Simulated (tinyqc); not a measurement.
# Permittivity and interface capacitance from two thicknesses

Question. 1/C = t/(eps0 ek) + 2/ci for planar capacitors that differ only in thickness. Find ek, ci and the EOT of the interfaces, 2 x 3.9 eps0/ci.

Constants: eps0 = 8.8541878128e-14 F/cm where lengths are in cm. Results are converted to the units shown.

C at t = 9 and 27 nm (uF/cm^2): 2.4474576  0.81849016

Answer. 1/C is a straight line in t: the slope gives ek and the intercept 2/ci. A single thickness would give only the effective permittivity; when the interfaces are a small part of 1/C, ci needs very accurate data.

ek = 25.00
ci = 1000 uF/cm^2
EOT of the interfaces = 0.006906 nm

Numbers from tinyqc (`OMP_NUM_THREADS=1 python tinyqc.py 2102168 2102169 out.jsonl`; about 0.01 s on one thread of a shared Intel Xeon 2.30GHz).
